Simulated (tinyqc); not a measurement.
Hueckel theory of the pi electrons, for the molecule Clc1cccc2ocnc12 (SMILES; centres numbered as the heavy atoms are written), step by step. One step of it, computed by the program tinyqc.

Problem. Energy, charges, bond orders. E = sum n x; q_r = z_r - P_rr; bond order p = P_rs; free valence = sqrt(3) - sum of p over the bonds of the atom.

x values: 2.752977  2.168112  1.808644  1.508488  0.875753  0.697639  -0.771039  -1.090909  -1.327743  -2.121921

occupations: 2.000000  2.000000  2.000000  2.000000  2.000000  2.000000  0.000000  0.000000  0.000000  0.000000

charge and bond-order matrix P, lower triangle:
```
           1Cl         2C         3C         4C         5C         6C         7O         8C
1Cl   1.984583
2C    0.122216   1.007277
3C   -0.081504   0.690211   1.032405
4C   -0.009140  -0.018820   0.640894   1.016232
5C    0.055697  -0.336881  -0.034992   0.683480   1.035773
6C   -0.014219   0.034244  -0.294295  -0.015451   0.629935   0.990197
7O   -0.006815   0.045092   0.081413  -0.079914  -0.111457   0.312867   1.810811
8C    0.036765  -0.203918   0.047235   0.177682  -0.060103  -0.256177   0.399285   0.811631
9N   -0.002585  -0.060857  -0.091366   0.051063   0.010671  -0.077693  -0.205716   0.807213
10C  -0.064986   0.588459  -0.011345  -0.283909   0.028138   0.587634  -0.124243  -0.086725

           9N       10C
9N   1.293086
10C  0.446512  1.018004
```

Centres:
```
centre  z_r, pi electrons of the neutral centre         h
1Cl                                           2  2.000000
2C                                            1  0.000000
3C                                            1  0.000000
4C                                            1  0.000000
5C                                            1  0.000000
6C                                            1  0.000000
7O                                            2  2.000000
8C                                            1  0.000000
9N                                            1  0.500000
10C                                           1  0.000000
```

Bonds:
```
i    j         k
1    2  0.400000
2    3         1
3    4         1
4    5         1
5    6         1
6    7  0.800000
7    8  0.800000
8    9         1
9   10  1.000000
10   2         1
10   6         1
```

Give: pi energy = 12 alpha + this times beta; pi charges; Bond orders and lengths from R = 1.517 - 0.180 p; free valence of the carbons; gap between the highest filled and the next level.

Solution.

pi energy = 12 alpha + this times beta = 19.6232

pi charges: 1Cl 0.0154, 2C -0.0073, 3C -0.0324, 4C -0.0162, 5C -0.0358, 6C 0.0098, 7O 0.1892, 8C 0.1884, 9N -0.2931, 10C -0.0180

Bond orders and lengths from R = 1.517 - 0.180 p (angstrom, C-C alone):
```
bond       p       R
1-2   0.1222       -
2-3   0.6902  1.3928
3-4   0.6409  1.4016
4-5   0.6835  1.3940
5-6   0.6299  1.4036
6-7   0.3129       -
7-8   0.3993       -
8-9   0.8072       -
9-10  0.4465       -
10-2  0.5885  1.4111
10-6  0.5876  1.4112
```

free valence of the carbons: 2C 0.3312, 3C 0.4009, 4C 0.4077, 5C 0.4186, 6C 0.2016, 8C 0.5256, 10C 0.1094

gap between the highest filled and the next level = 1.4687 |beta|
